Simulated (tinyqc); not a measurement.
Changing the growth temperature T_g: self-consistent Fermi level with native defects, at growth and after a quench. Computed by tinyqc, a small Python program. Command: `OMP_NUM_THREADS=1 python tinyqc.py 3030354 3030355 out.jsonl scfermi sweep`. One thread of a shared host (Intel(R) Xeon(R) Processor @ 2.30GHz), about 0.08 s of CPU time with the checks.

Energies are counted from the top of the valence band (VBM); when the gap shrinks with temperature the conduction band moves and the levels stay. D and A draw on one reservoir with opposite signs, as the two vacancies of a compound do.

Inputs (values chosen for the exercise, with bands modelled on ZnSe):

| quantity | value | unit |
|---|---|---|
| gap E_g at 300 K | 2.73 | eV |
| slope -dE_g/dT above 300 K | 0.00066 | eV/K |
| electron mass m_e | 0.146 | m_0 |
| valleys M_c | 1 | - |
| hole mass m_h | 0.739 | m_0 |
| E_f of the neutral native donor D | 2.337 | eV |
| E_f of the neutral native acceptor A | 2.521 | eV |
| shift s of the chemical potential | -0.039 | eV |
| site density N_s | 1.9e+22 | cm^-3 |
| temperature of use T | 300 | K |

Added shallow dopant: none.

levels of D above the VBM, most positive state first (eV): 1.08  1.15

levels of A above the VBM, (0/-1) first (eV): 0.683

Constants: m_0 = 9.1093837015e-31 kg; k_B = 1.380649e-23 J/K; h = 6.62607015e-34 J s; k_B = 8.617333262e-05 eV/K.

Method:
- E_f(D, 0) = input + s and E_f(A, 0) = input - s; E_f(q, E_F = 0) follows from the levels, eps(q/q-1) = E_f(q - 1) - E_f(q) at E_F = 0.
- E_g(T) = E_g - slope x max(0, T - 300 K).
- N_c = 2 M_c (2 pi m_e k_B T/h^2)^(3/2) and N_v = 2 (2 pi m_h k_B T/h^2)^(3/2), masses in units of m_0.
- At growth T = T_g.
- n = N_c F_1/2((E_F - E_g)/k_B T), p = N_v F_1/2(-E_F/k_B T).
- F_1/2(eta) = (2/sqrt(pi)) int_0^infinity sqrt(x)/(1 + exp(x - eta)) dx, by the trapezoid rule in t = sqrt(x) with step 0.02 up to t = 12 (for eta < -12 by exp(eta) - exp(2 eta)/2^(3/2)).
- In equilibrium c_q = N_s exp(-(E_f(q, 0) + q E_F)/k_B T).
- Net charge = p - n + sum q c_q; the log ratio is ln(positive charge/negative charge).
- E_F is the root of the log ratio, by 50 bisections between -0.5 eV and E_g + 0.5 eV.
- After a quench the totals of D and A stay as grown, and each is shared among its charge states with weights exp(-(E_f(q, 0) + q E_F)/k_B T).

One run for each value:

| growth temperature T_g (K) | total D (cm^-3) | total A (cm^-3) | E_F at growth (eV) | E_F after the quench (eV) | n after the quench (cm^-3) | p after the quench (cm^-3) |
|---|---|---|---|---|---|---|
| 870 | 1.136e+09 | 6.829e+10 | 1.267 | 0.606 | 2.927e-18 | 1.048e+09 |
| 990 | 5.334e+10 | 1.209e+12 | 1.240 | 0.623 | 5.573e-18 | 5.502e+08 |
| 1100 | 9.150e+11 | 9.728e+12 | 1.215 | 0.645 | 1.327e-17 | 2.310e+08 |
| 1200 | 8.023e+12 | 4.658e+13 | 1.192 | 0.666 | 3.010e-17 | 1.019e+08 |
| 1400 | 2.650e+14 | 5.534e+14 | 1.147 | 0.764 | 1.291e-15 | 2.376e+06 |
| 1500 | 1.106e+15 | 1.506e+15 | 1.125 | 1.087 | 3.548e-10 | 8.644e+00 |
| 1600 | 3.904e+15 | 3.651e+15 | 1.104 | 1.120 | 1.253e-09 | 2.447e+00 |
| 1700 | 1.193e+16 | 8.073e+15 | 1.085 | 1.140 | 2.696e-09 | 1.138e+00 |

Describe and explain the trends.

Over the rows, total D (cm^-3) rises from 1.14e9 to 1.19e16 (exponent d ln y / d ln x 30 between the first rows and 18 between the last); total A (cm^-3) rises from 6.83e10 to 8.07e15 (exponent d ln y / d ln x 22 between the first rows and 13 between the last); E_F at growth (eV) falls from 1.27 to 1.08 (exponent d ln y / d ln x -0.17 between the first rows and -0.30 between the last). Lines through ln c against 1/(k_B T_g) give apparent energies of 2.49 eV for D and 1.79 eV for A; they include the movement of E_F with T_g.
